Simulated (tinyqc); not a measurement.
What moves the carrier density: donors on two lattice sites with valley-orbit split states.

Each donor binds at most one electron, in any of its states. For a site s, W_s = sum over its states of g exp(E/kT), and the ionised share is 1/(1 + W_s exp(eta)), eta = (EF - Ec)/kT; n = Nc F_1/2(eta); neutrality n + NA = ND x (mean ionised share, the two sites in equal numbers); holes are neglected. Nc from N = 2 (m kB T/(4 pi c))^(3/2) with c = hbar^2/2m0, in 1/angstrom^3; times 1e24 for 1/cm^3, m = md. F_j(eta) = (1/Gamma(j + 1)) integral_0^infinity x^j dx/(1 + exp(x - eta)), which tends to exp(eta) for eta << 0.

Mobility (Caughey-Thomas form): mu = mu0 + (mu1 (T/300)^(-ga) - mu0)/(1 + ((ND + NA)/Nr)^de); rho = 1/(e n mu), e = 1.602176634e-19 C.

Constants: hbar^2/2m0 = 3.80998211 eV angstrom^2; kB = 8.617333262e-05 eV/K.

Inputs chosen for the exercise (near those of nitrogen in 4H-SiC; shifted at random, so the results belong to these values and not to a real crystal):
- md = 0.806 m0 (density-of-states mass of the conduction band)
- E = (56.5, 48.2, 129.8, 80.7) meV (binding energies of h ground, h excited, k ground, k excited)
- g = (2, 4, 2, 4) (their degeneracies with spin)
- ND = 4.9e+18 1/cm^3 (donors, half on each site)
- NA = 1e+18 1/cm^3 (compensating acceptors, all ionised)
- T = 225 K
- mu0 = 36 cm^2/(V s) (mobility at heavy doping)
- mu1 = 903 cm^2/(V s) (mobility at light doping and 300 K)
- Nr = 2e+17 1/cm^3 (reference doping)
- de = 0.61 (doping exponent)
- ga = 2.4 (temperature exponent)

All results formed anew.

Results for these values:
```
case     eta  n (1/cm^3)  rho (ohm cm)
base  -4.216   1.731e+17        0.1536
```

What happens to each result for Nr = 4e+17 1/cm^3, all else kept?

Answer: eta does not change at the printed digits; n does not change at the printed digits; rho falls from 0.1536 to 0.1118.

The same for each parameter in turn:
```
case                                  eta  n (1/cm^3)  rho (ohm cm)
base                               -4.216   1.731e+17        0.1536
E = (61.5, 48.2, 129.8, 80.7) meV  -4.301   1.591e+17        0.1671
md = 0.887 m0                      -4.246   1.939e+17        0.1371
ND = 9.8e+18 1/cm^3                -3.424   3.799e+17       0.09209
NA = 1.49e+18 1/cm^3               -4.794   9.733e+16        0.2833
T = 255 K                          -3.971   2.666e+17        0.1286
Nr = 4e+17 1/cm^3                  -4.216   1.731e+17        0.1118
```

tinyqc: `OMP_NUM_THREADS=1 python tinyqc.py 1652682 1652683 out.jsonl`; about 0.02 s, one thread, shared Intel(R) Xeon(R) Processor @ 2.30GHz.
